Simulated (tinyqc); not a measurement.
# Worked calculation: van der Pauw, Hall and four-point-probe measurements on a doped layer

tinyqc, about 0.01 s, one thread, Intel Xeon 2.30GHz (shared host): `OMP_NUM_THREADS=1 python tinyqc.py 2850109 2850110 out.jsonl` Printed values are rounded.

A uniform n-type layer with sheet resistance Rs = 1/(q ns mu), point contacts, low field (mu B small).

Values chosen for this exercise: sheet density of the layer ns = 1.6e14 cm^-2; drift mobility mu = 200 cm^2/(V s); Hall factor rH = 0.8; magnetic field B = 0.3 T; current I = 50 uA; side ratio a/b of a rectangular sample with corner contacts ar = 1.84; thickness of the layer t = 93 nm.

Constants: q = 1.602176634e-19 C. Results are converted to the units shown.

## Resistances and Hall voltage

Rs = 1/(q ns mu). For a rectangle with contacts at the corners, RA = (8 Rs/pi) sum_(k>=0) ln coth((2k + 1) pi a/(2 b)) with current along a short side b and voltage along the opposite one, RB the same with a and b exchanged; Hall voltage VH = rH B I/(q ns), negative for electrons.

Rs = 195.0472 ohm/square
RA = 3.066640 ohm
RB = 188.2756 ohm
VH = -0.04681132 mV

RB/RA = 61.4; for a square both equal Rs ln 2/pi = 43.0 ohm.

## Starting value

z = 2 ln 2/(pi (RA + RB)), exact for RA = RB.

z at the start = 2.306188 mS

## Iteration 1: new z

The van der Pauw equation exp(-pi RA z) + exp(-pi RB z) = 1 is solved for z = 1/Rs: e1 = exp(-pi RA z), e2 = exp(-pi RB z), f = e1 + e2 - 1, f' = -pi (RA e1 + RB e2), z(new) = z - f/f'.

e1 = 0.9780269
e2 = 0.2556167
f = 0.2336436
f' = -0.1606159 kohm
z after iteration 1 = 3.760860 mS

## Iteration 2: new z

As before.

e1 = 0.9644159
e2 = 0.1081222
f = 0.07253809
f' = -0.07324398 kohm
z after iteration 2 = 4.751223 mS

## Iteration 3: new z

As before.

e1 = 0.9552579
e2 = 0.06018824
f = 0.01544615
f' = -0.04480354 kohm
z after iteration 3 = 5.095976 mS

## Course of the iteration

Stop when the step is below 1e-10 mS, or after 40 iterations.

Course of the iteration:

| iteration | z before the step (mS) | step (mS) |
|---|---|---|
| 1 | 2.306188 | 1.45 |
| 2 | 3.760860 | 0.990 |
| 3 | 4.751223 | 0.345 |
| 4 | 5.095976 | 0.0308 |
| 5 | 5.126750 | 2.16e-4 |
| 6 | 5.126965 | 1.05e-8 |
| 7 | 5.126965 | < 1e-12 |

Converged in 7 iterations.

## Sheet density, mobility and bulk values

converged z = 5.126965 mS

Rs = 1/z; Hall sheet density B I/(q |VH|); Hall mobility |VH|/(Rs B I); true values ns = rH times the Hall density, mu = Hall mobility/rH; bulk density ns/t, resistivity Rs t; correction factor F = Rs/[(pi/ln 2)(RA + RB)/2].

Rs = 195.0472 ohm/square
Hall sheet density = 2e14 cm^-2
Hall mobility = 160 cm^2/(V s)
ns = 1.6e14 cm^-2
mu = 200 cm^2/(V s)
bulk density = 1.720430e19 cm^-3
resistivity = 0.001813939 ohm cm
F = 0.4498154

Taking the mean of RA and RB without F would overstate Rs by 120 %.
